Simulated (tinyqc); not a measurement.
Worked calculation: ellipsoidal valleys in the axes of a wafer and a channel. Values are carried at full precision from step to step, so a last printed digit may differ when a step is redone from the rounded ones.

Valleys with axes a along [111], [1-1-1], [-11-1] and [-1-11], one whole valley each; inverse mass tensor w = 1/mt + (1/ml - 1/mt) a a. Device axes: z = nz/|nz|, x = nx/|nx|, y = z cross x; in them a = (ax, ay, az). Confinement mass mz = 1/w_zz. In the plane w_ij is replaced by u_ij = w_ij - w_iz w_jz/w_zz (i, j = x, y); density-of-states mass md = 1/sqrt(det u); conductivity mass along x mc = 1/u_xx; ballistic transport mass mx = u_yy/det u, width mass my = 1/u_yy.

Constants: hbar^2/2m0 = 3.80998211 eV angstrom^2; kB = 8.617333262e-05 eV/K.

Values chosen for the exercise (near those of the L valleys of Ge; not measured data):
- ml = 1.528 m0 (longitudinal mass)
- mt = 0.083 m0 (transverse mass)
- nz = (0, 0, 1) (surface normal (confinement))
- nx = (1, 0, 0) (channel direction)
- t = 3.6 nm (thickness of the film)
- T = 77 K (temperature)

## Device axes and valley axes

Give the rows x, y, z in cubic components and each valley axis in device components.

device axes:
```
    [100]   [010]   [001]
x  1.0000  0.0000  0.0000
y  0.0000  1.0000  0.0000
z  0.0000  0.0000  1.0000
```

valley axes:
```
               ax        ay        az
[111]     0.57735   0.57735   0.57735
[1-1-1]   0.57735  -0.57735  -0.57735
[-11-1]  -0.57735   0.57735  -0.57735
[-1-11]  -0.57735  -0.57735   0.57735
```

## Tensors of the valley [111]

Form w and the reduced tensor u.

w (1/m0):
```
         x        y        z
x   8.2503  -3.7979  -3.7979
y  -3.7979   8.2503  -3.7979
z  -3.7979  -3.7979   8.2503
```

u (1/m0):
```
         x        y
x   6.5020  -5.5462
y  -5.5462   6.5020
```

The axis is tilted against the normal, so w_xz or w_yz is not zero and the reduction changes the masses in the plane.

## Masses of all valleys

Give mz, md, mc, mx and my.

Masses (m0):

| valley | mz | md | mc | mx | my |
|---|---|---|---|---|---|
| [111] | 0.1212 | 0.2947 | 0.1538 | 0.5647 | 0.1538 |
| [1-1-1] | 0.1212 | 0.2947 | 0.1538 | 0.5647 | 0.1538 |
| [-11-1] | 0.1212 | 0.2947 | 0.1538 | 0.5647 | 0.1538 |
| [-1-11] | 0.1212 | 0.2947 | 0.1538 | 0.5647 | 0.1538 |

mz md^2 = ml mt^2 = 0.01053 for every valley, so a heavy confinement mass comes with a small density of states. On this face all axes make the same angle with the normal.

## Subbands and shares in a film

Hard walls: E_n = c (n pi/t)^2/mz, c = hbar^2/2m0, n = 1, 2, 3. Non-degenerate share of a valley proportional to md sum_n exp(-E_n/kT); mean 1/mc = sum of share/mc. 1 nm = 10 angstrom.

Give the ladders, the shares and the mean conductivity mass.

Subbands:

| valley | E1 (meV) | E2 (meV) | E3 (meV) | share |
|---|---|---|---|---|
| [111] | 239.4 | 957.5 | 2154.4 | 0.250 |
| [1-1-1] | 239.4 | 957.5 | 2154.4 | 0.250 |
| [-11-1] | 239.4 | 957.5 | 2154.4 | 0.250 |
| [-1-11] | 239.4 | 957.5 | 2154.4 | 0.250 |

mean mc = 0.1538 m0

The lowest ladder ([111], [1-1-1], [-11-1] and [-1-11]) holds 100 % of the electrons in these valleys: all valleys have the same mz and md on this face, though not always the same mc.

## Checks

- mz md^2 against ml mt^2: they agree to 1e-10 or better.
- mx my against md^2: they agree to 1e-10 or better.

Program tinyqc; command `OMP_NUM_THREADS=1 python tinyqc.py 1850194 1850195 out.jsonl`; about 0.01 s on one thread of a shared Intel(R) Xeon(R) Processor @ 2.30GHz.
